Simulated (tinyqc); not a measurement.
Inside a calculation. Model: p-i-n power rectifier, conductivity modulation at high injection.

Numbers from tinyqc (`OMP_NUM_THREADS=1 python tinyqc.py 2230140 2230141 out.jsonl`; about 0.01 s on one thread of a shared Intel Xeon 2.30GHz). Printed values are rounded.

A drift layer from x = -d to d (2 d = W) between ideal p+ and n+ emitters (no recombination in them). High injection, n = p, ambipolar diffusion with one lifetime; both mobilities scale as (T/300 K)^(-bt).

Values chosen for this exercise; bulk values close to those of 4H silicon carbide: temperature T = 350 K; relative permittivity eps_r = 9.57; critical-field constant Kc = 22400 V/cm per (cm^-3)^(1/8); rated breakdown voltage of the drift layer BV = 3400 V; drift mobility at 300 K mud = 790 cm^2/(V s); temperature exponent of the drift mobility bt = 2.4; hole mobility at 300 K mup = 112 cm^2/(V s); band gap Eg = 3.3 eV; conduction-band density of states at T Nc = 2.14e19 cm^-3; valence-band density of states at T Nv = 3.15e19 cm^-3; forward current density J = 100 A/cm^2; high-level lifetime tau = 7e-7 s.

Constants: q = 1.602176634e-19 C, kB = 1.380649e-23 J/K, Vt = kB T/q, eps0 = 8.8541878128e-14 F/cm where lengths are in cm. Results are converted to the units shown.

## Drift layer

Triangular field at breakdown with Ec = Kc N^(1/8): BV = eps0 eps_r Ec^2/(2 q N), so N = (eps0 eps_r Kc^2/(2 q BV))^(4/3); W = 2 BV/Ec; mu = mud (T/300 K)^(-bt); rho = 1/(q mu N); ideal resistance rho W.

drift doping N = 2.85178e15 cm^-3
Ec = 1.91486 MV/cm
drift thickness W = 35.5117 um
electron mobility mu at T = 545.701 cm^2/(V s)
drift resistivity rho = 4.01068 ohm cm
ideal resistance = 14.2426 mohm cm^2

## Carrier profile

Da = 2 mun mup Vt/(mun + mup), La = sqrt(Da tau), B = (mun - mup)/(mun + mup) with mun = mud (T/300 K)^(-bt), mup likewise; n(x) = (tau J/(2 q La)) [cosh(x/La)/sinh(d/La) - B sinh(x/La)/cosh(d/La)]. 8 equal steps.

Da = 4.08731 cm^2/s
La = 16.9148 um
B = 0.751663

```
point    x (um)   n (cm^-3)
0      -17.7558  2.41100e17
1      -13.3169  1.89398e17
2       -8.8779  1.50815e17
3       -4.4390  1.22678e17
4        0.0000  1.03038e17
5        4.4390  9.05353e16
6        8.8779  8.43037e16
7       13.3169  8.39114e16
8       17.7558  8.93313e16
```

d/La = 1.05. The lowest density on the grid is 29.4 times the drift doping.

## Forward voltage and stored charge

Ohmic drop: integral of J/(q (mun + mup) n); diffusion (Dember) drop Vt B ln(n(-d)/n(d)); both junctions together Vt ln(n(-d) n(d)/ni^2), ni = sqrt(Nc Nv) exp(-Eg/(2 Vt)), Eg in volts; V_F = the sum; stored charge q times the integral of n. Trapezoid rule; mun and mup scale as (T/300 K)^(-bt).

ohmic drop = 0.0321330 V
diffusion drop = 0.0225088 V
junction drops = 2.98780 V
V_F = 3.04244 V
stored charge = 70.4013 uC/cm^2

A fine grid gives V_F = 3.043 V and the stored charge J tau = 70.00 uC/cm^2. Without modulation the drift layer alone would drop J rho W = 1.42 V, 26.1 times the ohmic and diffusion drops together.
